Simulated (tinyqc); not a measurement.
Inside a calculation: Landau levels of a parabolic two-dimensional band. Values are carried at full precision from step to step, so a last printed digit may differ when a step is redone from the rounded ones.

In a field B along z: l = 1/sqrt((e/hbar) B) is the magnetic length, n_B = B/(h/e) the number of states per area in one level, hbar wc = 2 muB B/m for mass m in m0; 1/angstrom^2 = 1e16/cm^2.

Constants: e/hbar = 1.519267448e-05 1/(T angstrom^2); h/e = 413566.7697 T angstrom^2; hbar^2/2m0 = 3.80998211 eV angstrom^2; muB = 5.788381798e-05 eV/T; e^2/h = 3.874045865e-05 S.

Inputs chosen for the exercise (near those of a two-dimensional electron gas in GaN; the results hold for these values, not for the real material):
```
symbol  value  unit         meaning
B       12.6   T            magnetic field
n       11     x 1e11/cm^2  electron sheet density
m       0.199  m0           mass
gs      2.07                g factor
gv      1                   valleys
```

## Scales set by the field

Give l, n_B and the filling factor nu = n/n_B.

l = 72.28 angstrom
n_B = 3.0467 x 1e11/cm^2
nu = 3.611

## The lowest levels

E(N, s) = (N + 1/2) hbar wc + s gs muB B with s = +/-1/2.

List the eight lowest, in meV, with the gap to the next.

Levels:
```
label  E (meV)  gap above (meV)
0-       2.910            1.510
0+       4.420            5.820
1-      10.240            1.510
1+      11.750            5.820
2-      17.570            1.510
2+      19.080            5.820
3-      24.900            1.510
3+      26.410            5.820
```

The largest of these gaps, 5.82 meV, first occurs above level 0+ and is kB T at 68 K.

## Where EF lies

Each listed level takes n_B electrons. At zero temperature and without broadening EF sits in the partly filled level.

Fill the listed levels in order up to nu; give the partly filled level, its energy and its filled share.

level: 1+

EF = 11.750 meV
filled share = 0.611

## Fields of the Hall plateaus

A plateau is centred where nu = n/n_B equals 1, 2, 3, 4, 5, 6; there rho_xy = h/(nu e^2).

Plateaus:
```
nu   B (T)  1/B (1/T)  rho_xy (kohm)
1   45.492     0.0220        25.8128
2   22.746     0.0440        12.9064
3   15.164     0.0659         8.6043
4   11.373     0.0879         6.4532
5    9.098     0.1099         5.1626
6    7.582     0.1319         4.3021
```

These counts hold wherever the levels are resolved.

## Checks

- Level spacing from finite differences in the Landau gauge against hbar wc, meV: 7.32 against 7.33.

(tinyqc, `OMP_NUM_THREADS=1 python tinyqc.py 1281896 1281897 out.jsonl`, Intel(R) Xeon(R) Processor @ 2.30GHz, 1 thread, shared host, about 0.02 s.)
